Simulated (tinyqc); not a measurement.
Reduced doping and fringe capacitance from two biases.

Problem. C = eps0 eps_r hr/W + Cf with W = sqrt(2 eps0 eps_r (Vb + V)/(q Nr)), 1/Nr = 1/Na + 1/Nd. Find Cf, W at zero bias and Nr.

Parameters, values chosen for the exercise; values close to those of silicon near 1550 nm: relative permittivity of the semiconductor eps_r = 11.7; built-in voltage Vb = 0.91 V; rib height hr = 220 nm.

Constants: q = 1.602176634e-19 C, eps0 = 8.8541878128e-14 F/cm where lengths are in cm. Results are converted to the units shown.

C at V = 0 and 3 V (pF/m): [387.79134, 201.57334]

Answer. C is linear in (Vb + V)^(-1/2); the intercept is Cf.

Cf = 28.0 pF/m
W(0) = 63.3 nm
Nr = 2.93e17 cm^-3

Computed by the program tinyqc: `OMP_NUM_THREADS=1 python tinyqc.py 2650015 2650016 out.jsonl`, one thread of a shared Intel Xeon 2.30GHz, about 0.01 s for the whole run.
